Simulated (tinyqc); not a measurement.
What the s* orbital does: sp3s* tight binding.

sp3s* tight binding, nearest neighbours only: anion (a) at 0, cation (c) at a/4 (1,1,1), orbitals s, px, py, pz, s* on each; k in units of 2 pi/a. With phases e_j = exp(i (pi/2) k.n_j) for n = (1,1,1), (1,-1,-1), (-1,1,-1), (-1,-1,1): g0 = (e1+e2+e3+e4)/4, g1 = (e1+e2-e3-e4)/4, g2 = (e1-e2+e3-e4)/4, g3 = (e1-e2-e3+e4)/4. The diagonal holds the levels Esa, Epa, Exa (s*) and Esc, Epc, Exc. Anion-cation block: <sa|sc> = Vss g0; <sa|xc> = Vsapc g1; <xa|sc> = -Vscpa g1; <xa|xc> = Vxx g0; <xa|yc> = <ya|xc> = Vxy g3, <xa|zc> = <za|xc> = Vxy g2, <ya|zc> = <za|yc> = Vxy g1; <s*a|xc> = Vxapc g1; <xa|s*c> = -Vpaxc g1; y and z take g2 and g3 in place of g1; s-s* and s*-s* vanish.

Parameters, chosen for this exercise (near a published set for Si, fitted to gaps, whose masses and valley positions are rough; not measured data):
- Esa = -4.241 eV (s level of the anion)
- Epa = 1.729 eV (p level of the anion)
- Esc = -4.241 eV (s level of the cation)
- Epc = 1.729 eV (p level of the cation)
- Exa = 6.746 eV (s* level of the anion)
- Exc = 6.746 eV (s* level of the cation)
- Vss = -8.197 eV (s-s)
- Vxx = 1.706 eV (px-px)
- Vxy = 4.629 eV (px-py)
- Vsapc = 5.774 eV (s anion, p cation)
- Vscpa = 5.774 eV (s cation, p anion)
- Vxapc = 5.417 eV (s* anion, p cation)
- Vpaxc = 5.417 eV (p anion, s* cation)

The s* couplings Vxapc and Vpaxc are scaled by f; f = 0 is the plain sp3 model. Gaps from the top of the valence band at Gamma; the Delta value is the minimum on (x,0,0), 0.5 <= x <= 1.

Gaps (eV):
```
f      Gamma   Delta       L  x of the minimum
0.00  3.4120  4.0903  3.9725             0.500
0.25  3.4120  3.8011  3.7873             0.500
0.50  3.4120  3.1432  3.3675             0.548
0.75  3.4120  2.1904  2.8886             0.695
0.90  3.4120  1.5765  2.6090             0.722
1.00  3.4120  1.1667  2.4312             0.730
1.10  3.4120  0.7598  2.1047             0.735
```

The gap at Gamma stays, since g1 to g3 vanish there. From f = 0 to 1 the s* levels lower the Delta value by 2.924 eV and L by 1.541 eV. For f = 0 and 0.25 the least value lies at x = 0.5, the end of the range: any valley further out lies above that value until s* has lowered it enough. The lowest of the three is Gamma at f = 0 and the Delta line at f = 1.

Run: tinyqc, `OMP_NUM_THREADS=1 python tinyqc.py 1481851 1481852 out.jsonl`; Intel(R) Xeon(R) Processor @ 2.30GHz, one thread, shared host; about 0.1 s of CPU time with all checks.
